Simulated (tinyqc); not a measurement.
# Ballistic Schottky-barrier transistor with a two-dimensional channel, WKB contacts: what changes with what

Source Fermi level 0, drain Fermi level -Vd. Far from the contacts Ec = pn - psi, and the gate moves psi one to one; the band edges relax as exp(-x/lam) from pn at the source and pn - Vd at the drain; Ev = Ec - Eg. A carrier of energy w inside the channel band meets at a contact a barrier of height D (the contact edge beyond the channel edge): T = 1 for w >= D, else exp(-S), S = 4 lam sqrt(m/C) [sqrt(D - w) - sqrt(w) arctan sqrt((D - w)/w)], C = hbar^2/(2 m0). The two contacts combine as Ts Td/(Ts + Td - Ts Td).

Parameters, values chosen for the exercise; channel values close to those of a tungsten diselenide layer: temperature T = 250 K; band gap Eg = 1.4 eV; barrier for electrons at both contacts pn = 0.83 eV; electron mass mn = 0.35 m0; hole mass mp = 0.39 m0; valleys or subbands g = 2; screening length at the contacts lam = 2.2 nm; drain bias Vd = 0.5 V.

Constants: q = 1.602176634e-19 C, kB = 1.380649e-23 J/K, hbar = 1.054571817e-34 J s, h = 6.62607015e-34 J s, m0 = 9.1093837015e-31 kg, Vt = kB T/q, hbar^2/(2 m0) = 0.0380998212 eV nm^2. Results are converted to the units shown.

Each table varies one quantity; the others keep the values above.

## Effect of the drain bias on the off state

I/W = g (2 q^2/h) int T(w) [N(Es + w) - N(Ed + w)] dw with w the energy of motion along the channel, N(y) = (1/2 pi) sqrt(pi m kB T/C) Fm(-y/kB T), Fm(x) = (1/sqrt(pi)) int_0^infinity u^(-1/2)/(1 + exp(u - x)) du. Electrons: Ds = psi, Dd = psi - Vd, Es = Ec, Ed = Ec + Vd. Holes: Ds = -psi, Dd = Vd - psi, Es = -Ev, Ed = -Ev - Vd. The size of each current is taken; both flow from drain to source and add. The integrals are converged. For each Vd, psi is set to the minimum of I.

Effect of the drain bias on the off state:

| Vd (V) | psi at the minimum (V) | smallest I (uA/um) |
|---|---|---|
| 0.05 | 0.220 | 1.42e-12 |
| 0.21 | 0.318 | 2.57e-11 |
| 0.37 | 0.417 | 4.25e-10 |
| 0.53 | 0.493 | 5.98e-9 |
| 0.68 | 0.554 | 3.83e-8 |
| 0.84 | 0.624 | 3.17e-7 |
| 1 | 0.696 | 2.99e-6 |

Read the table: what changes, and by how much?

The smallest current rises from 1.42e-12 to 2.99e-6 uA/um, 6.10 decades a volt between the last two rows, and the minimum moves by 0.50 V a volt over the table: a larger Vd lets holes enter from the drain while electrons still enter from the source.

## Ambipolar transfer curve

Same model as above.

Swing = d(psi)/d(log10 I).

Ambipolar transfer curve:

| ps (V) | electrons (uA/um) | holes (uA/um) | I (uA/um) | swing (mV/decade) |
|---|---|---|---|---|
| -0.46 | 4.139e-24 | 5.665 | 5.665 | -223.3 |
| -0.33 | 1.728e-21 | 1.130 | 1.130 | -154.4 |
| -0.19 | 1.148e-18 | 0.08045 | 0.08045 | -97.81 |
| -0.06 | 4.792e-16 | 0.002262 | 0.002262 | -77.56 |
| 0.07 | 3.942e-14 | 5.091e-5 | 5.091e-5 | -81.17 |
| 0.2 | 7.620e-13 | 1.467e-6 | 1.467e-6 | -88.33 |
| 0.33 | 2.259e-11 | 6.026e-8 | 6.028e-8 | -100.6 |
| 0.46 | 9.261e-10 | 3.733e-9 | 4.659e-9 | -212.6 |
| 0.59 | 4.795e-8 | 2.191e-11 | 4.797e-8 | 74.14 |
| 0.72 | 2.956e-6 | 5.248e-14 | 2.956e-6 | 71.36 |
| 0.85 | 2.034e-4 | 1.257e-16 | 2.034e-4 | 71.59 |
| 0.98 | 0.008285 | 3.010e-19 | 0.008285 | 96.43 |

I goes from 5.67 through a minimum of 4.66e-9 (at ps = 0.46 V among the rows listed) to 0.00829 uA/um; the exact minimum lies at psi = 0.482 V. Holes carry the left branch and electrons the right. The ratio of the last row to the smallest is 1.78e6 and of the first row 1.22e9, with barriers of 0.83 eV for electrons and 0.570 eV for holes. The steepest swing among the rows is 71.4 mV/decade, against the thermionic limit 49.6.

Range of the model: No scattering, image-force lowering, channel charge or band-to-band tunnelling; parabolic kappa overstates S deep in the gap.

Program tinyqc, `OMP_NUM_THREADS=1 python tinyqc.py 2390052 2390053 out.jsonl`; Intel Xeon 2.30GHz, shared host, one thread, about 0.4 s.
